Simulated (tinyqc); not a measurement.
Free and trapped electrons in a MOS channel with a dense trap tail: one step of the calculation.

p-type body, charge-sheet picture, full ionisation (an idealisation for deep acceptors), Boltzmann statistics for free electrons. e = Ec - EF at the surface. Acceptor-like traps of density D(E) = D0 + De exp(-E/Ew) at depth E below Ec, from 0 to Eu, hold n_t = integral of D(E)/(1 + exp((e - E)/Vt)). psi = Eg - Vt ln(Nv/Na) - e; N_dep = sqrt(2 eps0 eps_r Na (psi - Vt)/q); n_f = sqrt(N_dep^2 + 2 eps0 eps_r Vt Nc exp(-e/Vt)/q) - N_dep; Vg = Vfb + psi + q (N_dep + n_t + n_f)/Cox, Cox = eps0 eox/tox.

Task. Trapped charge. Trapezoid rule on 12 equal steps from 0 to Eu, f = 1/(1 + exp((e - E)/Vt)).

Parameters, values chosen for the exercise; band and dielectric values close to those of 4H silicon carbide: temperature T = 400 K; constant background density of acceptor-like traps D0 = 3.1e10 cm^-2 eV^-1; density of the tail at the conduction edge De = 3.1e12 cm^-2 eV^-1; decay energy of the tail Ew = 0.09 eV; depth below Ec down to which the traps reach Eu = 0.78 eV; Ec - EF at the surface e = 0.226 eV.

Constants: q = 1.602176634e-19 C, kB = 1.380649e-23 J/K, Vt = kB T/q. Results are converted to the units shown.

Wanted: E; D(E) f; n_t.

Result.

```
point    E (eV)  D(E) f (cm^-2 eV^-1)
0             0              4.4421e9
1      0.065000             1.4256e10
2       0.13000             4.4312e10
3       0.19500             1.1166e11
4       0.26000             1.4821e11
5       0.32500             1.0862e11
6       0.39000             7.1073e10
7       0.45500             5.0693e10
8       0.52000             4.0588e10
9       0.58500             3.5660e10
10      0.65000             3.3263e10
11      0.71500             3.2099e10
12      0.78000             3.1534e10
```

n_t = 4.6048e10 cm^-2

Computed by the program tinyqc: `OMP_NUM_THREADS=1 python tinyqc.py 2222138 2222139 out.jsonl`, one thread of a shared Intel Xeon 2.30GHz, about 0.02 s for the whole run.
